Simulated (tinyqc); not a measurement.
Worked calculation (part 1 of 2): RKS/LDA (VWN5) in the sto-3g basis, for BeH2, spin multiplicity 1. Computed by tinyqc, a small Python program that keeps every step (integrals from PySCF). Settings: charge = 0, multiplicity = 1, basis = sto-3g, energy threshold = 1e-08, iteration cap = 63, orthogonalisation = symmetric, start = random, DIIS depth = 4, method = RKS, functional = lda,vwn, grid = [20, 86]. Command: `OMP_NUM_THREADS=1 python tinyqc.py 26815 26816 out.jsonl` (the two numbers bound the seeds that draw the settings). One thread of a shared host (Intel(R) Xeon(R) Processor @ 2.60GHz), about 0.6 s of CPU time with the checks. Later iterations appear only in the table of the cycle.

## One-electron integrals

Geometry (angstrom):
```
atom         x          y         z
Be    0.000000   0.000000  0.000000
H     0.000000   1.796000  0.167000
H     0.000000  -1.796000  0.167000
```

Basis sto-3g: exponents (1/bohr^2) and contraction coefficients of normalised primitives:
```
element  l (shell)   exponent  coefficient
Be           s (1)  30.167871     0.154329
Be           s (1)   5.495115     0.535328
Be           s (1)   1.487193     0.444635
Be           s (2)   1.314833    -0.099967
Be           s (2)   0.305539     0.399513
Be           s (2)   0.099371     0.700115
Be           p (3)   1.314833     0.155916
Be           p (3)   0.305539     0.607684
Be           p (3)   0.099371     0.391957
H            s (1)   3.425251     0.154329
H            s (1)   0.623914     0.535328
H            s (1)   0.168855     0.444635
```

Overlap, kinetic and nuclear-attraction integrals over the contracted functions; the nuclear repulsion is the sum of Za Zb / Rab.

nuclear repulsion = 2.49433343 hartree

overlap S:
```
           1Be 1s    1Be 2s   1Be 2px    1Be 2py   1Be 2pz     2H 1s      3H 1s
1Be 1s   1.000000  0.259517  0.000000   0.000000  0.000000  0.025052   0.025052
1Be 2s   0.259517  1.000000  0.000000   0.000000  0.000000  0.290324   0.290324
1Be 2px  0.000000  0.000000  1.000000   0.000000  0.000000  0.000000   0.000000
1Be 2py  0.000000  0.000000  0.000000   1.000000  0.000000  0.373581  -0.373581
1Be 2pz  0.000000  0.000000  0.000000   0.000000  1.000000  0.034737   0.034737
2H 1s    0.025052  0.290324  0.000000   0.373581  0.034737  1.000000   0.004838
3H 1s    0.025052  0.290324  0.000000  -0.373581  0.034737  0.004838   1.000000
```

kinetic energy T (hartree):
```
            1Be 1s     1Be 2s   1Be 2px    1Be 2py   1Be 2pz      2H 1s      3H 1s
1Be 1s    6.693975  -0.033012  0.000000   0.000000  0.000000  -0.007474  -0.007474
1Be 2s   -0.033012   0.211111  0.000000   0.000000  0.000000   0.017415   0.017415
1Be 2px   0.000000   0.000000  0.660592   0.000000  0.000000   0.000000   0.000000
1Be 2py   0.000000   0.000000  0.000000   0.660592  0.000000   0.072300  -0.072300
1Be 2pz   0.000000   0.000000  0.000000   0.000000  0.660592   0.006723   0.006723
2H 1s    -0.007474   0.017415  0.000000   0.072300  0.006723   0.760032  -0.002626
3H 1s    -0.007474   0.017415  0.000000  -0.072300  0.006723  -0.002626   0.760032
```

nuclear attraction V (hartree):
```
             1Be 1s     1Be 2s    1Be 2px    1Be 2py    1Be 2pz      2H 1s      3H 1s
1Be 1s   -15.147845  -2.051518   0.000000   0.000000  -0.001839  -0.196752  -0.196752
1Be 2s    -2.051518  -2.890341   0.000000   0.000000  -0.018365  -0.726484  -0.726484
1Be 2px    0.000000   0.000000  -2.825247   0.000000   0.000000   0.000000   0.000000
1Be 2py    0.000000   0.000000   0.000000  -2.962768   0.000000  -0.907734   0.907734
1Be 2pz   -0.001839  -0.018365   0.000000   0.000000  -2.826436  -0.085457  -0.085457
2H 1s     -0.196752  -0.726484   0.000000  -0.907734  -0.085457  -2.546253  -0.015120
3H 1s     -0.196752  -0.726484   0.000000   0.907734  -0.085457  -0.015120  -2.546253
```

core Hamiltonian H = T + V (hartree):
```
            1Be 1s     1Be 2s    1Be 2px    1Be 2py    1Be 2pz      2H 1s      3H 1s
1Be 1s   -8.453870  -2.084530   0.000000   0.000000  -0.001839  -0.204226  -0.204226
1Be 2s   -2.084530  -2.679230   0.000000   0.000000  -0.018365  -0.709069  -0.709069
1Be 2px   0.000000   0.000000  -2.164655   0.000000   0.000000   0.000000   0.000000
1Be 2py   0.000000   0.000000   0.000000  -2.302176   0.000000  -0.835434   0.835434
1Be 2pz  -0.001839  -0.018365   0.000000   0.000000  -2.165844  -0.078734  -0.078734
2H 1s    -0.204226  -0.709069   0.000000  -0.835434  -0.078734  -1.786221  -0.017746
3H 1s    -0.204226  -0.709069   0.000000   0.835434  -0.078734  -0.017746  -1.786221
```

## Two-electron integrals

Functions are numbered as in S; the eight-fold symmetry (ij|kl) = (ji|kl) = (kl|ij) leaves the list below.

Two-electron integrals (ij|kl) in chemists' order, unique and non-zero (hartree):
```
(11|11) 2.298831    (21|11) 0.392036    (21|21) 0.079539    (22|11) 0.570988
(22|21) 0.143041    (22|22) 0.417683    (31|31) 0.014607    (32|31) 0.021888
(32|32) 0.092265    (33|11) 0.569578    (33|21) 0.143083    (33|22) 0.417589
(33|33) 0.449859    (41|41) 0.014607    (42|41) 0.021888    (42|42) 0.092265
(43|43) 0.024249    (44|11) 0.569578    (44|21) 0.143083    (44|22) 0.417589
(44|33) 0.401360    (44|44) 0.449859    (51|51) 0.014607    (52|51) 0.021888
(52|52) 0.092265    (53|53) 0.024249    (54|54) 0.024249    (55|11) 0.569578
(55|21) 0.143083    (55|22) 0.417589    (55|33) 0.401360    (55|44) 0.401360
(55|55) 0.449859    (61|11) 0.037317    (61|21) 0.007568    (61|22) 0.013738
(61|33) 0.013650    (61|41) 0.000677    (61|42) 0.001278    (61|44) 0.013919
(61|51) 0.000063    (61|52) 0.000119    (61|54) 0.000025    (61|55) 0.013652
(61|61) 0.000756    (62|11) 0.119412    (62|21) 0.030507    (62|22) 0.101150
(62|33) 0.097006    (62|41) 0.003892    (62|42) 0.026646    (62|44) 0.109233
(62|51) 0.000362    (62|52) 0.002478    (62|54) 0.001137    (62|55) 0.097111
(62|61) 0.003214    (62|62) 0.041587    (63|31) 0.002379    (63|32) 0.012051
(63|43) 0.004266    (63|53) 0.000397    (63|63) 0.003133    (64|11) 0.139500
(64|21) 0.035985    (64|22) 0.124436    (64|33) 0.117250    (64|41) 0.006134
(64|42) 0.040761    (64|44) 0.138564    (64|51) 0.000349    (64|52) 0.002670
(64|54) 0.001585    (64|55) 0.117361    (64|61) 0.003907    (64|62) 0.057257
(64|64) 0.080313    (65|11) 0.012971    (65|21) 0.003346    (65|22) 0.011571
(65|33) 0.010902    (65|41) 0.000349    (65|42) 0.002670    (65|44) 0.012091
(65|51) 0.002411    (65|52) 0.012299    (65|54) 0.004376    (65|55) 0.011706
(65|61) 0.000363    (65|62) 0.005324    (65|64) 0.007177    (65|65) 0.003800
(66|11) 0.293006    (66|21) 0.075981    (66|22) 0.283159    (66|33) 0.264295
(66|41) 0.009724    (66|42) 0.090157    (66|44) 0.320025    (66|51) 0.000904
(66|52) 0.008383    (66|54) 0.005182    (66|55) 0.264777    (66|61) 0.008069
(66|62) 0.157364    (66|64) 0.227047    (66|65) 0.021112    (66|66) 0.774606
(71|11) 0.037317    (71|21) 0.007568    (71|22) 0.013738    (71|33) 0.013650
(71|41) -0.000677   (71|42) -0.001278   (71|44) 0.013919    (71|51) 0.000063
(71|52) 0.000119    (71|54) -0.000025   (71|55) 0.013652    (71|61) 0.000689
(71|62) 0.002714    (71|64) 0.003125    (71|65) 0.000312    (71|66) 0.006767
(71|71) 0.000756    (72|11) 0.119412    (72|21) 0.030507    (72|22) 0.101150
(72|33) 0.097006    (72|41) -0.003892   (72|42) -0.026646   (72|44) 0.109233
(72|51) 0.000362    (72|52) 0.002478    (72|54) -0.001137   (72|55) 0.097111
(72|61) 0.002714    (72|62) 0.018781    (72|64) 0.021851    (72|65) 0.002400
(72|66) 0.051717    (72|71) 0.003214    (72|72) 0.041587    (73|31) 0.002379
(73|32) 0.012051    (73|43) -0.004266   (73|53) 0.000397    (73|63) 0.000990
(73|73) 0.003133    (74|11) -0.139500   (74|21) -0.035985   (74|22) -0.124436
(74|33) -0.117250   (74|41) 0.006134    (74|42) 0.040761    (74|44) -0.138564
(74|51) -0.000349   (74|52) -0.002670   (74|54) 0.001585    (74|55) -0.117361
(74|61) -0.003125   (74|62) -0.021851   (74|64) -0.025168   (74|65) -0.002757
(74|66) -0.060670   (74|71) -0.003907   (74|72) -0.057257   (74|74) 0.080313
(75|11) 0.012971    (75|21) 0.003346    (75|22) 0.011571    (75|33) 0.010902
(75|41) -0.000349   (75|42) -0.002670   (75|44) 0.012091    (75|51) 0.002411
(75|52) 0.012299    (75|54) -0.004376   (75|55) 0.011706    (75|61) 0.000312
(75|62) 0.002400    (75|64) 0.002757    (75|65) 0.001291    (75|66) 0.006684
(75|71) 0.000363    (75|72) 0.005324    (75|74) -0.007177   (75|75) 0.003800
(76|11) 0.002952    (76|21) 0.000731    (76|22) 0.002083    (76|33) 0.002061
(76|44) 0.002117    (76|51) 0.000020    (76|52) 0.000103    (76|55) 0.002068
(76|61) 0.000070    (76|62) 0.000516    (76|64) 0.000639    (76|65) 0.000073
(76|66) 0.001466    (76|71) 0.000070    (76|72) 0.000516    (76|74) -0.000639
(76|75) 0.000073    (76|76) 0.000011    (77|11) 0.293006    (77|21) 0.075981
(77|22) 0.283159    (77|33) 0.264295    (77|41) -0.009724   (77|42) -0.090157
(77|44) 0.320025    (77|51) 0.000904    (77|52) 0.008383    (77|54) -0.005182
(77|55) 0.264777    (77|61) 0.006767    (77|62) 0.051717    (77|64) 0.060670
(77|65) 0.006684    (77|66) 0.147321    (77|71) 0.008069    (77|72) 0.157364
(77|74) -0.227047   (77|75) 0.021112    (77|76) 0.001466    (77|77) 0.774606
```

## Orthogonalisation

S = U s U^T; symmetric (Loewdin) form X = U s^(-1/2) U^T, so that X^T S X = 1.

eigenvalues of S: 0.469252  0.529655  0.954503  1.000000  1.015021  1.505659  1.525911

X:
```
            1Be 1s     1Be 2s   1Be 2px    1Be 2py    1Be 2pz      2H 1s      3H 1s
1Be 1s    1.028178  -0.146059  0.000000   0.000000  -0.001214   0.019336   0.019336
1Be 2s   -0.146059   1.103768  0.000000   0.000000   0.008940  -0.167445  -0.167445
1Be 2px   0.000000   0.000000  1.000000   0.000000   0.000000   0.000000   0.000000
1Be 2py   0.000000   0.000000  0.000000   1.133185   0.000000  -0.229906   0.229906
1Be 2pz  -0.001214   0.008940  0.000000   0.000000   1.001035  -0.019492  -0.019492
2H 1s     0.019336  -0.167445  0.000000  -0.229906  -0.019492   1.104161  -0.032001
3H 1s     0.019336  -0.167445  0.000000   0.229906  -0.019492  -0.032001   1.104161
```

## Starting guess

The start is random orthonormal orbitals; D = 2 C_occ C_occ^T.

D at the start:
```
            1Be 1s     1Be 2s    1Be 2px    1Be 2py    1Be 2pz      2H 1s      3H 1s
1Be 1s    0.715243  -0.197373  -0.442930   0.861290  -0.420294  -0.053417   0.451563
1Be 2s   -0.197373   0.079004   0.068523  -0.174563   0.285909   0.046451  -0.211748
1Be 2px  -0.442930   0.068523   0.997360   0.068949  -0.018447  -0.930192  -0.067884
1Be 2py   0.861290  -0.174563   0.068949   2.104903   0.044869  -1.075797   0.345391
1Be 2pz  -0.420294   0.285909  -0.018447   0.044869   1.438055   0.113440  -0.865538
2H 1s    -0.053417   0.046451  -0.930192  -1.075797   0.113440   1.364480  -0.177403
3H 1s     0.451563  -0.211748  -0.067884   0.345391  -0.865538  -0.177403   0.595257
```

## Iteration 1: exchange-correlation on the grid

Becke grid with 20 radial and 86 angular points per atom, points of zero weight dropped. rho = sum D_ij phi_i phi_j; V_xc,ij = sum w v_xc phi_i phi_j; v_xc is d(rho eps)/d rho.

The 12 grid points with the largest w rho, of 5158 (bohr, atomic units):
```
x                  y          z         w       rho     eps_xc       v_xc
-0.407029  -1.494852  -1.494852  0.391197  0.039841  -0.299024  -0.390076
0.407029   -1.494852  -1.494852  0.391197  0.039586  -0.298440  -0.389310
0.000000    0.805696   1.996420  0.397810  0.037461  -0.293469  -0.382780
0.000000   -1.996420  -0.805696  0.311596  0.047253  -0.314983  -0.411041
0.000000   -1.507537  -0.608397  0.180841  0.080818  -0.371145  -0.484900
0.000000    0.000000   2.152867  0.390918  0.036847  -0.291996  -0.380847
0.000000   -0.805696   1.996420  0.397810  0.036065  -0.290098  -0.378354
-0.795706  -1.835359  -0.795706  0.328952  0.043486  -0.307105  -0.400691
-0.805696   0.000000   1.996420  0.400009  0.035539  -0.288804  -0.376656
0.805696    0.000000   1.996420  0.400009  0.034749  -0.286836  -0.374072
0.795706   -1.835359  -0.795706  0.328952  0.042053  -0.303986  -0.396593
-0.795706   0.795706   1.835359  0.374392  0.036568  -0.291323  -0.379963
```

electrons on the grid, sum of w rho = 6.000433

E_xc = sum of w rho eps_xc = -2.14047533 hartree

V_xc (hartree):
```
            1Be 1s     1Be 2s    1Be 2px    1Be 2py    1Be 2pz      2H 1s      3H 1s
1Be 1s   -1.034236  -0.177694   0.009564  -0.013107   0.005729  -0.017608  -0.016649
1Be 2s   -0.177694  -0.365964   0.008868   0.000333  -0.005062  -0.100594  -0.095622
1Be 2px   0.009564   0.008868  -0.349208   0.001642   0.001241   0.002842   0.000872
1Be 2py  -0.013107   0.000333   0.001642  -0.380965  -0.006626  -0.130274   0.121290
1Be 2pz   0.005729  -0.005062   0.001241  -0.006626  -0.362957  -0.013914  -0.009434
2H 1s    -0.017608  -0.100594   0.002842  -0.130274  -0.013914  -0.421780  -0.001905
3H 1s    -0.016649  -0.095622   0.000872   0.121290  -0.009434  -0.001905  -0.345391
```

## Iteration 1: building the Kohn-Sham matrix

J_ij = sum D_kl (ij|kl); F = H + J + V_xc; E = tr D H + tr D J / 2 + E_xc + E_nn.

Coulomb J (hartree):
```
            1Be 1s     1Be 2s    1Be 2px    1Be 2py    1Be 2pz      2H 1s      3H 1s
1Be 1s    4.268027   0.947215  -0.014688   0.018049  -0.002686   0.091751   0.090157
1Be 2s    0.947215   2.441496  -0.030801   0.032995   0.023939   0.648406   0.606855
1Be 2px  -0.014688  -0.030801   2.400919  -0.004012  -0.001686  -0.005845  -0.003326
1Be 2py   0.018049   0.032995  -0.004012   2.497632   0.012977   0.821314  -0.754789
1Be 2pz  -0.002686   0.023939  -0.001686   0.012977   2.421678   0.080860   0.069722
2H 1s     0.091751   0.648406  -0.005845   0.821314   0.080860   2.114574   0.012345
3H 1s     0.090157   0.606855  -0.003326  -0.754789   0.069722   0.012345   1.822127
```

Kohn-Sham matrix F (hartree):
```
            1Be 1s     1Be 2s    1Be 2px    1Be 2py    1Be 2pz      2H 1s      3H 1s
1Be 1s   -5.220079  -1.315009  -0.005124   0.004942   0.001204  -0.130083  -0.130718
1Be 2s   -1.315009  -0.603698  -0.021933   0.033328   0.000512  -0.161257  -0.197836
1Be 2px  -0.005124  -0.021933  -0.112943  -0.002370  -0.000445  -0.003003  -0.002454
1Be 2py   0.004942   0.033328  -0.002370  -0.185509   0.006351  -0.144393   0.201934
1Be 2pz   0.001204   0.000512  -0.000445   0.006351  -0.107122  -0.011788  -0.018446
2H 1s    -0.130083  -0.161257  -0.003003  -0.144393  -0.011788  -0.093427  -0.007305
3H 1s    -0.130718  -0.197836  -0.002454   0.201934  -0.018446  -0.007305  -0.309484
```

total energy of this density = -8.38334069 hartree

## Iteration 1: diagonalisation and new density

Diagonalise F' = X^T F X, C = X C', fill 3 alpha and 3 beta electrons from the bottom; D = 2 C_occ C_occ^T. Each column has its largest component positive (the first on a tie).

F' = X^T F X (hartree):
```
           1          2          3          4          5          6          7
1  -5.144826  -0.608629  -0.002169   0.001614  -0.000004  -0.007924  -0.006726
2  -0.608629  -0.314490  -0.022551   0.029056   0.007206  -0.101669  -0.094221
3  -0.002169  -0.022551  -0.112943  -0.002559  -0.000529   0.000890   0.000424
4   0.001614   0.029056  -0.002559  -0.078283   0.005624  -0.138801   0.145613
5  -0.000004   0.007206  -0.000529   0.005624  -0.106231  -0.011631  -0.012247
6  -0.007924  -0.101669   0.000890  -0.138801  -0.011631  -0.002451  -0.026045
7  -0.006726  -0.094221   0.000424   0.145613  -0.012247  -0.026045  -0.228247
```

orbital energies (hartree): MO1 -5.220491, MO2 -0.382242, MO3 -0.256087, MO4 -0.114215, MO5 -0.108781, MO6 -0.055625, MO7 0.149969

coefficients C:
```
               MO1        MO2        MO3        MO4        MO5        MO6        MO7
1Be 1s    1.002462  -0.148563  -0.162473  -0.023683   0.031152   0.146072   0.054453
1Be 2s   -0.010154   0.525915   0.645222   0.127815  -0.138133  -0.700776  -0.276201
1Be 2px   0.000964   0.043626   0.101560   0.854388   0.474399   0.179501   0.022976
1Be 2py  -0.001184  -0.266166   0.420003  -0.151805   0.059036   0.511882  -0.924132
1Be 2pz  -0.000405   0.016988  -0.032182  -0.416829   0.864316  -0.279685  -0.050752
2H 1s     0.002969   0.039853   0.336572  -0.195007   0.065620   0.429196   0.980012
3H 1s     0.002293   0.602504  -0.315244  -0.189184   0.070822   0.796971  -0.404328
```

D after iteration 1:
```
            1Be 1s     1Be 2s    1Be 2px    1Be 2py    1Be 2pz      2H 1s      3H 1s
1Be 1s    2.106799  -0.386283  -0.044030  -0.059768   0.004598  -0.115257  -0.071984
1Be 2s   -0.386283   1.386004   0.176925   0.262053  -0.023652   0.476187   0.226879
1Be 2px  -0.044030   0.176925   0.024437   0.062085  -0.005055   0.071847  -0.011458
1Be 2py  -0.059768   0.262053   0.062085   0.494495  -0.036075   0.261500  -0.585544
1Be 2pz   0.004598  -0.023652  -0.005055  -0.036075   0.002649  -0.020311   0.040759
2H 1s    -0.115257   0.476187   0.071847   0.261500  -0.020311   0.229756  -0.164168
3H 1s    -0.071984   0.226879  -0.011458  -0.585544   0.040759  -0.164168   0.924790
```

## Iteration 2: exchange-correlation on the grid

As before.

The 12 grid points with the largest w rho, of 5158 (bohr, atomic units):
```
x                  y          z         w       rho     eps_xc       v_xc
0.000000   -2.152867   0.000000  0.204793  0.071426  -0.357363  -0.466764
0.000000   -1.996420   0.805696  0.253688  0.053295  -0.326762  -0.426522
0.805696    1.996420   0.000000  0.285943  0.046100  -0.312619  -0.407935
0.000000    1.996420  -0.805696  0.311596  0.040159  -0.299748  -0.391028
0.805696   -1.996420   0.000000  0.285943  0.043498  -0.307131  -0.400725
-0.805696  -1.996420   0.000000  0.285943  0.042346  -0.304629  -0.397439
0.795706    1.835359  -0.795706  0.328952  0.036046  -0.290050  -0.378292
0.000000    2.152867   0.000000  0.204793  0.057780  -0.334926  -0.437255
0.000000    1.996420   0.805696  0.253688  0.046386  -0.313210  -0.408711
0.608397    1.507537   0.000000  0.179089  0.065488  -0.347995  -0.454442
0.000000    1.625674   0.000000  0.169490  0.069031  -0.353652  -0.461883
0.795706    1.835359   0.795706  0.296712  0.038602  -0.296163  -0.386318
```

electrons on the grid, sum of w rho = 5.999959

E_xc = sum of w rho eps_xc = -3.28489689 hartree

V_xc (hartree):
```
            1Be 1s     1Be 2s    1Be 2px    1Be 2py    1Be 2pz      2H 1s      3H 1s
1Be 1s   -1.418115  -0.210234  -0.002074  -0.002094   0.000127  -0.020407  -0.020119
1Be 2s   -0.210234  -0.324030  -0.014553  -0.007514  -0.001513  -0.093938  -0.102756
1Be 2px  -0.002074  -0.014553  -0.300672  -0.002179   0.000184  -0.001987  -0.001218
1Be 2py  -0.002094  -0.007514  -0.002179  -0.362963   0.002798  -0.122862   0.138044
1Be 2pz   0.000127  -0.001513   0.000184   0.002798  -0.301075  -0.010533  -0.012764
2H 1s    -0.020407  -0.093938  -0.001987  -0.122862  -0.010533  -0.341942  -0.001746
3H 1s    -0.020119  -0.102756  -0.001218   0.138044  -0.012764  -0.001746  -0.442965
```

## Iteration 2: building the Kohn-Sham matrix

As before.

Coulomb J (hartree):
```
           1Be 1s     1Be 2s    1Be 2px    1Be 2py    1Be 2pz     2H 1s      3H 1s
1Be 1s   6.356881   1.226021   0.006746   0.000831   0.001312  0.117469   0.117470
1Be 2s   1.226021   2.563768   0.032176  -0.030489   0.013947  0.624475   0.683043
1Be 2px  0.006746   0.032176   2.513586   0.003722  -0.000197  0.005008   0.003592
1Be 2py  0.000831  -0.030489   0.003722   2.653956  -0.006348  0.773223  -0.866522
1Be 2pz  0.001312   0.013947  -0.000197  -0.006348   2.513451  0.071510   0.081171
2H 1s    0.117469   0.624475   0.005008   0.773223   0.071510  1.835517   0.013115
3H 1s    0.117470   0.683043   0.003592  -0.866522   0.081171  0.013115   2.237094
```

Kohn-Sham matrix F (hartree):
```
            1Be 1s     1Be 2s    1Be 2px    1Be 2py    1Be 2pz      2H 1s      3H 1s
1Be 1s   -3.515104  -1.068743   0.004672  -0.001263  -0.000401  -0.107164  -0.106875
1Be 2s   -1.068743  -0.439493   0.017623  -0.038003  -0.005931  -0.178532  -0.128783
1Be 2px   0.004672   0.017623   0.048260   0.001543  -0.000014   0.003021   0.002374
1Be 2py  -0.001263  -0.038003   0.001543  -0.011183  -0.003551  -0.185073   0.106956
1Be 2pz  -0.000401  -0.005931  -0.000014  -0.003551   0.046532  -0.017757  -0.010327
2H 1s    -0.107164  -0.178532   0.003021  -0.185073  -0.017757  -0.292646  -0.006377
3H 1s    -0.106875  -0.128783   0.002374   0.106956  -0.010327  -0.006377   0.007908
```

total energy of this density = -15.22349482 hartree
